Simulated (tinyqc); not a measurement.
# Transfer-length model of a contact: effect of the contact length

A metal contact of length d and width W on a thin layer of the same width. The metal has no resistance, the sheet resistance under it equals Rsh, and current enters the layer at the front edge x = 0.

Transfer length Lt = sqrt(rc/Rsh); front resistance Rc = (Rsh Lt/W) coth(d/Lt); end resistance Re = (Rsh Lt/W)/sinh(d/Lt).

Inputs (values chosen for the exercise):
- Rsh = 1100 ohm/sq (sheet resistance of the semiconductor layer)
- rc = 2.4e-8 ohm cm^2 (specific contact resistivity)
- W = 0.44 um (contact width)

Effect of the contact length:

| d (um) | d/Lt | Rc W (ohm um) | rc/d (ohm um) | Re/Rc |
|---|---|---|---|---|
| 0.0069 | 0.14772 | 350.35 | 347.83 | 0.98919 |
| 0.011 | 0.23550 | 222.20 | 218.18 | 0.97290 |
| 0.019 | 0.40677 | 133.21 | 126.32 | 0.92261 |
| 0.032 | 0.68508 | 86.382 | 75.000 | 0.80387 |
| 0.053 | 1.1347 | 63.230 | 45.283 | 0.58281 |
| 0.087 | 1.8626 | 53.920 | 27.586 | 0.30324 |
| 0.15 | 3.2113 | 51.548 | 16.000 | 0.080477 |
| 0.24 | 5.1381 | 51.384 | 10.000 | 0.011737 |

What does the table show?

Rc W falls from 350 to 51.4 ohm um, as d^(-0.98) between the first two rows. It levels off at sqrt(rc Rsh) = 51.4 ohm um and, among the rows, is within 5 % of that from d = 0.087 um on (Lt = 0.0467 um): metal beyond two transfer lengths lowers Rc by less than 4 %.

Program tinyqc, `OMP_NUM_THREADS=1 python tinyqc.py 2760105 2760106 out.jsonl`; Intel Xeon 2.30GHz, shared host, one thread, about 0.01 s.
